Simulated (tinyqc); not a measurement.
# Size effects in the resistivity of thin metal films and interconnect lines, step by step

A worked calculation. Computed by tinyqc, a small Python program that keeps every step. Command: `OMP_NUM_THREADS=1 python tinyqc.py 3015393 3015394 out.jsonl size walk`. One thread of a shared host (Intel(R) Xeon(R) Processor @ 2.30GHz), about 0.01 s of CPU time with the checks. Intermediate numbers are printed to about 6 digits and carried at full precision; extremes and crossings named in words are read from the listed rows.

Electrons lose their drift at surfaces (a share 1 - p of the hits) and at grain boundaries (reflection R), besides bulk scattering.

Inputs (values chosen for the exercise, modelled on gold): bulk resistivity rho_b = 2.17 microohm cm; bulk mean free path lambda = 39.1 nm; specularity p = 0.23; grain-boundary reflection R = 0.36; film thickness h = 5.6 nm; grain size over thickness = 0.53.

Geometry: film.

## Grain size

D = (ratio) h.

grain size D = 2.968 nm

## Grain boundaries

Mayadas-Shatzkes: alpha = (lambda/D) R/(1 - R); rho_b/rho = 1 - 3 alpha/2 + 3 alpha^2 - 3 alpha^3 ln(1 + 1/alpha).

alpha = 7.41029

rho/rho_b from grains = 10.9426

The linear estimate 1 + 3 alpha/2 gives 12.115, 11 % high; at large alpha the slope is 4/3.

## Surfaces

Fuchs-Sondheimer film: rho_b/rho = 1 - (3/(2 kappa))(1 - p) int_0^1 (s - s^3)(1 - exp(-kappa/s))/(1 - p exp(-kappa/s)) ds, f = rho/rho_b, kappa = thickness/lambda, 80 Gauss-Legendre points.

kappa = h/lambda = 0.143223

rho/rho_b from surfaces = 3.00220

The thick-film form 1 + 3 (1 - p)/(8 kappa) gives 3.016, a deviation of +0.5 %.

## Resistivity of the film

Both together (Mayadas-Shatzkes film): rho_b/rho = (rho_b/rho of the grains alone) - (6/(pi kappa))(1 - p) int_0^(pi/2) dphi int_0^1 ds (cos^2 phi/H^2)(s - s^3)(1 - exp(-kappa H/s))/(1 - p exp(-kappa H/s)), H = 1 + alpha/(cos phi sqrt(1 - s^2)), 40 x 80 Gauss-Legendre points. Sheet resistance rho/h; additive estimate rho_b (f_surface + f_grain - 1).

resistivity rho = 28.2550 microohm cm

sheet resistance = 50.4553 ohm

additive estimate = 28.0903 microohm cm

error of the additive estimate = -0.582823 %

Adding the two excesses (Matthiessen's rule) is 0.6 % low.

## Exact and approximate surface terms

Thick-film form 1 + 3 (1 - p)/(8 kappa); thin-film form (4/3)((1 - p)/(1 + p))/(kappa ln(1/kappa)).

Rho/rho_b:
```
kappa       h (nm)    exact  thick-film form  thin-film form
0.01   3.91000e-01  18.7751          29.8750         18.1250
0.02   7.82000e-01  11.0824          15.4375         10.6682
0.05   1.95500e+00   5.7814           6.7750          5.5725
0.1    3.91000e+00   3.7045           3.8875          3.6250
0.2    7.82000e+00   2.5059           2.4438          2.5931
0.5    1.95500e+01   1.6620           1.5775               -
1      3.91000e+01   1.3368           1.2888               -
2      7.82000e+01   1.1633           1.1444               -
5      1.95500e+02   1.0613           1.0577               -
10     3.91000e+02   1.0297           1.0289               -
```

The thick-film form is within 5 % down to kappa = 1; at kappa = 0.01 it is 1.59 times the exact value and the thin-film form 0.97 times. The resistivity doubles between 7.82 and 19.6 nm. Rows thinner than about 5 nm only illustrate the formulas.

Checks made by the program: grain-boundary formula against its angular integral 3 int_0^1 c^3/(c + alpha) dc (relative difference below 1e-10); combined formula at alpha -> 0 against Fuchs-Sondheimer (relative difference 6e-08).
